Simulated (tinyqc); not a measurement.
Ellipsoidal valleys in the axes of a wafer and a channel, step by step. Values are carried at full precision from step to step, so a last printed digit may differ when a step is redone from the rounded ones.

Valleys with axes a along x, y and z, two valleys each; inverse mass tensor w = 1/mt + (1/ml - 1/mt) a a. Device axes: z = nz/|nz|, x = nx/|nx|, y = z cross x; in them a = (ax, ay, az). Confinement mass mz = 1/w_zz. In the plane w_ij is replaced by u_ij = w_ij - w_iz w_jz/w_zz (i, j = x, y); density-of-states mass md = 1/sqrt(det u); conductivity mass along x mc = 1/u_xx; ballistic transport mass mx = u_yy/det u, width mass my = 1/u_yy.

Constants: hbar^2/2m0 = 3.80998211 eV angstrom^2; kB = 8.617333262e-05 eV/K.

Parameters, chosen for this exercise (near those of the Delta valleys of Si; not measured data): ml = 0.915 m0 (longitudinal mass); mt = 0.189 m0 (transverse mass); nz = (2, 1, 0) (surface normal (confinement)); nx = (0, 0, 1) (channel direction); t = 8.9 nm (thickness of the film); T = 300 K (temperature).

## Device axes and valley axes

Give the rows x, y, z in cubic components and each valley axis in device components.

device axes:
```
    [100]    [010]   [001]
x  0.0000   0.0000  1.0000
y  0.4472  -0.8944  0.0000
z  0.8944   0.4472  0.0000
```

valley axes:
```
       ax       ay      az
x  0.0000   0.4472  0.8944
y  0.0000  -0.8944  0.4472
z  1.0000   0.0000  0.0000
```

## Tensors of the valley x

Form w and the reduced tensor u.

w (1/m0):
```
        x        y        z
x  5.2910   0.0000   0.0000
y  0.0000   4.4514  -1.6792
z  0.0000  -1.6792   1.9325
```

u (1/m0):
```
        x       y
x  5.2910  0.0000
y  0.0000  2.9922
```

The axis is tilted against the normal, so w_xz or w_yz is not zero and the reduction changes the masses in the plane.

## Masses of all valleys

Give mz, md, mc, mx and my.

Masses (m0):

| valley | mz | md | mc | mx | my |
|---|---|---|---|---|---|
| x | 0.5175 | 0.2513 | 0.1890 | 0.1890 | 0.3342 |
| y | 0.2246 | 0.3814 | 0.1890 | 0.1890 | 0.7698 |
| z | 0.1890 | 0.4159 | 0.9150 | 0.9150 | 0.1890 |

mz md^2 = ml mt^2 = 0.03268 for every valley, so a heavy confinement mass comes with a small density of states. The heaviest mz is 0.517, for x.

## Subbands and shares in a film

Hard walls: E_n = c (n pi/t)^2/mz, c = hbar^2/2m0, n = 1, 2, 3. Non-degenerate share of a valley proportional to md sum_n exp(-E_n/kT); mean 1/mc = sum of share/mc. 1 nm = 10 angstrom.

Give the ladders, the shares and the mean conductivity mass.

Subbands:

| valley | E1 (meV) | E2 (meV) | E3 (meV) | share |
|---|---|---|---|---|
| x | 9.2 | 36.7 | 82.6 | 0.415 |
| y | 21.1 | 84.5 | 190.2 | 0.307 |
| z | 25.1 | 100.5 | 226.1 | 0.278 |

mean mc = 0.2426 m0

The lowest ladder (x) holds 41 % of the electrons in these valleys, the next starts 12 meV higher. With E3 - E1 below about 3 kT, three subbands are too few and the shares are approximate.

## Checks

- mz md^2 against ml mt^2: they agree to 1e-10 or better.
- mx my against md^2: they agree to 1e-10 or better.

(tinyqc, `OMP_NUM_THREADS=1 python tinyqc.py 1880718 1880719 out.jsonl`, Intel(R) Xeon(R) Processor @ 2.30GHz, 1 thread, shared host, about 0.01 s.)
